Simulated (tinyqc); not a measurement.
Worked calculation: buckled dimers of a reconstructed (001) surface, two dangling bonds a dimer. Values are carried at full precision from step to step, so a last printed digit may differ when a step is redone from the rounded ones.

In a dimer one atom moves up by z and the other down by z; the dangling bond of the up atom (more s-like) falls by gm z and that of the down atom rises by gm z. With all dimers tilted alike: H(k) = [[-gm z - 2 ta cos k, -tp - 2 tx cos k], [., gm z - 2 ta cos k]], k along the row in 1/a. Two electrons a dimer fill the lowest N of the 2N levels on the mesh k_j = (j + 1/2) pi/N. Total energy a dimer: W(z) = (2/N) sum of the filled levels + kf z^2. Repulsion between electrons is left out.

Constants: kB = 8.617333262e-05 eV/K.

Inputs chosen for the exercise (of the size met on Si(001); shifted at random, so the results belong to these values and not to a real crystal): tp = 0.4 eV (pi coupling inside a dimer); ta = 0.12 eV (coupling between like atoms along the row); tx = 0.02 eV (diagonal coupling along the row); gm = 2.23 eV/angstrom (shift of a dangling bond with height); z = 0.15 angstrom (a trial buckling); k = 0.21 pi/a (wave vector along the row); kf = 7.8 eV/angstrom^2 (force constant of buckling); N = 8 (k points).

## One k point at the trial buckling

Form H, its levels and the weight of the lower one on the up atom, (1 + gm z/sqrt((gm z)^2 + h^2))/2 with h the off-diagonal element; k is given in pi/a.

H (eV), rows up, down and columns alike:
```
[[-0.5241, -0.4316],
 [-0.4316, 0.1449]]
```

levels (eV): [-0.7357, 0.3564]

weight on the up atom = 0.8063

## The bands on the mesh

Both levels at each k_j for the trial z, and W(z).

Levels (eV):
```
j  k (pi/a)    lower   upper
0    0.0625  -0.7875  0.3167
1    0.1875  -0.7469  0.3478
2    0.3125  -0.6720  0.4053
3    0.4375  -0.5743  0.4806
4    0.5625  -0.4686  0.5623
5    0.6875  -0.3712  0.6379
6    0.8125  -0.2968  0.6959
7    0.9375  -0.2566  0.7274
```

band energy = -1.0435 eV
elastic energy = 0.1755 eV
W = -0.8680 eV

The lower band is full and the upper empty.

## An isolated dimer

For ta = tx = 0, W = -2 sqrt(tp^2 + (gm z)^2) + kf z^2. It buckles if gm^2/kf > tp; then sqrt(tp^2 + (gm z)^2) = gm^2/kf, the gap is twice that, and the gain is (gm^2/kf - tp)^2 kf/gm^2.

gm^2/kf = 0.6376 eV
buckling z = 0.2226 angstrom
gap = 1.2751 eV
gain = 0.0885 eV

The pi bond is too weak to resist: the dimer tilts and charge moves to the up atom.

## The row at its minimum

Minimise W over z from 0 to 1 angstrom. Gap: lowest upper level less highest lower level on 201 points from 0 to pi (negative: overlap). Charge moved to the up atom: the mean of gm z/sqrt((gm z)^2 + h^2) over the mesh, valid for a full lower band.

z = 0.2227 angstrom
gain over flat dimers = 0.0893 eV

gap (eV): flat 0.3200, at the minimum 0.7968

charge moved = 0.779 e

With these values the flat row already has a gap and buckling widens it; fuller one-electron models of Si(001) and Ge(001) find the flat dimers metallic. Per dimer, the gain is also the barrier for flipping the whole row together in this picture, 3.5 kT at 300 K.

## Checks

- Buckling of an isolated dimer from the formula against numerical minimisation: both 0.2226.

Run: tinyqc, `OMP_NUM_THREADS=1 python tinyqc.py 1482280 1482281 out.jsonl`; Intel(R) Xeon(R) Processor @ 2.30GHz, one thread, shared host; about 0.06 s of CPU time with all checks.
